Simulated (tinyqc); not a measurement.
RKS/PBE in the sto-3g basis, for H3+, spin multiplicity 1, step by step. One step of it, computed by the program tinyqc.

Task: Iteration 2: building the Kohn-Sham matrix. J_ij = sum D_kl (ij|kl); F = H + J + V_xc; E = tr D H + tr D J / 2 + E_xc + E_nn.

D after iteration 1, lower triangle:
```
          1H 1s     2H 1s     3H 1s
1H 1s  0.552652
2H 1s  0.349387  0.220882
3H 1s  0.349387  0.220882  0.220882
```

core Hamiltonian H = T + V (hartree), lower triangle:
```
           1H 1s      2H 1s      3H 1s
1H 1s  -1.740907
2H 1s  -1.222345  -1.447505
3H 1s  -1.222345  -0.502928  -1.447505
```

Two-electron integrals (ij|kl) in chemists' order, unique and non-zero (hartree):
```
(11|11) 0.774606   (21|11) 0.429308   (21|21) 0.280034   (22|11) 0.559884
(22|21) 0.429308   (22|22) 0.774606   (31|11) 0.429308   (31|21) 0.222503
(31|22) 0.277607   (31|31) 0.280034   (32|11) 0.155353   (32|21) 0.091757
(32|22) 0.129854   (32|31) 0.091757   (32|32) 0.033686   (33|11) 0.559884
(33|21) 0.277607   (33|22) 0.338878   (33|31) 0.429308   (33|32) 0.129854
(33|33) 0.774606
```

nuclear repulsion = 1.72482794 hartree

V_xc (hartree), lower triangle:
```
           1H 1s      2H 1s      3H 1s
1H 1s  -0.466776
2H 1s  -0.266054  -0.385737
3H 1s  -0.266054  -0.093725  -0.385737
```

E_xc = sum of w rho eps_xc = -0.65519606 hartree

Give: Coulomb J; Kohn-Sham matrix F; total energy of this density.

Result:

Coulomb J (hartree), lower triangle:
```
        1H 1s   2H 1s   3H 1s
1H 1s  1.3440
2H 1s  0.7851  1.1067
3H 1s  0.7851  0.2863  1.1067
```

Kohn-Sham matrix F (hartree), lower triangle:
```
         1H 1s    2H 1s    3H 1s
1H 1s  -0.8637
2H 1s  -0.7033  -0.7265
3H 1s  -0.7033  -0.3103  -0.7265
```

total energy of this density = -1.234705 hartree
